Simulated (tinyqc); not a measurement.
Hole mobility in a silicon inversion layer, empirical terms and Matthiessen rule: one step of the calculation.

Inversion layer of sheet density Ns on a uniformly doped body, under a high-permittivity gate with an interlayer. The mobility terms are empirical power laws with prefactors chosen for the exercise; adding their inverses (Matthiessen) is itself an approximation.

Problem. Mobility terms and their sum. With t = T/(300 K): muC = Ac (Ns/1e12 cm^-2) t/(Nb/1e17 cm^-3 + Nit/1e11 cm^-2), muP = Ap E^(-1/3) t^(-1.75), muS = As E^(-gs), muR = Ar exp(2 ti/lr)/t; 1/mu is the sum of the inverses.

Parameters, values chosen for the exercise; material values close to those of silicon: temperature T = 250 K; body doping Nb = 1.3e17 cm^-3; phonon-limited mobility at 1 MV/cm and 300 K Ap = 134 cm^2/(V s); roughness-limited mobility at 1 MV/cm As = 332 cm^2/(V s); exponent of the roughness term gs = 1.3; Coulomb prefactor Ac = 1700 cm^2/(V s); charge at the interface Nit = 4.6e10 cm^-2; remote-phonon mobility without interlayer Ar = 200 cm^2/(V s); interlayer thickness ti = 0.6 nm; decay length of remote phonons lr = 0.8 nm; inversion density Ns = 5.9e11 cm^-2.

E = 0.21976886 MV/cm

Wanted: terms; mu; shares of 1/mu.

Solution.

terms (cm^2/(V s)): Coulomb 474.9, phonon 305.5, roughness 2380, remote phonon 1076
mu = 148.6 cm^2/(V s)
shares of 1/mu (%): Coulomb 31.29, phonon 48.65, roughness 6.244, remote phonon 13.82

The phonon term limits most.

Numbers from tinyqc (`OMP_NUM_THREADS=1 python tinyqc.py 2510145 2510146 out.jsonl`; about 0.01 s on one thread of a shared Intel Xeon 2.30GHz).
